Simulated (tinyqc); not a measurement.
Inside a calculation. Model: Esaki diode in forward bias, two-band WKB.

tinyqc, about 0.01 s, one thread, Intel Xeon 2.30GHz (shared host): `OMP_NUM_THREADS=1 python tinyqc.py 2620036 2620037 out.jsonl` Printed values are rounded.

Abrupt p-n junction, depletion approximation. Energies E are counted from the conduction-band edge of the neutral n side; its Fermi level lies at dn, that of the p side at dn - V, and the valence-band edge of the neutral p side at Em = dn + dp - V. Tunnelling needs 0 < E < Em. Two-band dispersion with equal masses m: inside the gap kappa = sqrt(m u (1 - u/Eg)/C), u the distance from a band edge, C = hbar^2/(2 m0).

Inputs (values chosen for the exercise); band and dielectric values close to those of In0.53Ga0.47As: temperature T = 300 K; band gap Eg = 0.733 eV; relative permittivity eps_r = 14; conduction-band density of states at 300 K Nc = 2.13e17 cm^-3; valence-band density of states at 300 K Nv = 7.81e18 cm^-3; band-edge mass of the two-band model m = 0.042 m0; acceptor density Na = 9.1e19 cm^-3; donor density Nd = 4.3e18 cm^-3; bias of the p side V = 0.2 V; points of the energy grid nE = 11.

Constants: q = 1.602176634e-19 C, kB = 1.380649e-23 J/K, hbar = 1.054571817e-34 J s, h = 6.62607015e-34 J s, m0 = 9.1093837015e-31 kg, Vt = kB T/q, eps0 = 8.8541878128e-14 F/cm where lengths are in cm, hbar^2/(2 m0) = 0.0380998212 eV nm^2. Results are converted to the units shown.

Range of the model: Parabolic densities of states, no band tails and no gap narrowing, all of which matter at such doping.

## Fermi levels and built-in voltage

Nd = Nc F12(dn/Vt), Na = Nv F12(dp/Vt), F12(x) = (2/sqrt(pi)) int_0^infinity sqrt(u)/(1 + exp(u - x)) du; dn = EF - Ec on the n side, dp = Ev - EF on the p side (negative outside the bands); Vbi = Eg + dn + dp.

dn = 0.2293059 eV
dp = 0.1570501 eV
Vbi = 1.119356 V

Boltzmann statistics would give dn = 0.0777 eV and dp = 0.0635 eV. At zero bias the bands of the two sides overlap by dn + dp.

## Width, field and exponent

W = sqrt(2 eps0 eps_r (Vbi - V)(1/Na + 1/Nd)/q), mean field F = (Vbi - V)/W, peak field 2 F. In a uniform field F the exponent is S = pi sqrt(m/C) Eg^1.5/(4 F). Transverse energy Et = C kt^2/m raises it to S (1 + 4 Et/Eg), so T = exp(-S) exp(-Et/Eb) with Eb = Eg/(4 S). KJ = (2 q^2/h) m/(4 pi C) (times 1e14 for A/cm^2 per eV^2).

W = 18.61365 nm
mean field = 0.4939149 MV/cm
S = 10.47748
exp(-S) = 2.816359e-5
Eb = 17.48989 meV
tunnelling length Eg/F = 14.84061 nm

## Current density on a coarse grid

J = KJ exp(-S) Eb times the integral from 0 to Em of [f(E - dn) - f(E - dn + V)] [1 - exp(-min(E, Em - E)/Eb)] dE, f(x) = 1/(1 + exp(x/Vt)), with S and Eb from the mean field; J > 0 flows from p to n. KJ = (2 q^2/h) m/(4 pi C) (times 1e14 for A/cm^2 per eV^2). Simpson's rule on nE equally spaced points from 0 to Em.

```
point,E (eV),difference of the f,transverse factor
0,0.0000000,0.2433561,0.0000000
1,0.0186356,0.3979649,0.6554469
2,0.0372712,0.5758302,0.8812832
3,0.0559068,0.7354955,0.9590957
4,0.0745424,0.8494247,0.9859063
5,0.0931780,0.9169214,0.9951440
6,0.1118136,0.9500041,0.9859063
7,0.1304492,0.9590248,0.9590957
8,0.1490848,0.9473906,0.8812832
9,0.1677204,0.9107560,0.6554469
10,0.1863560,0.8381282,0.0000000
```

integral = 0.1230870 eV
KJ = 6.796906e8 A/(cm^2 eV^2)
J = 41.20960 A/cm^2

A converged quadrature gives 41.22 A/cm^2; this grid is 0.023 % below that in size.
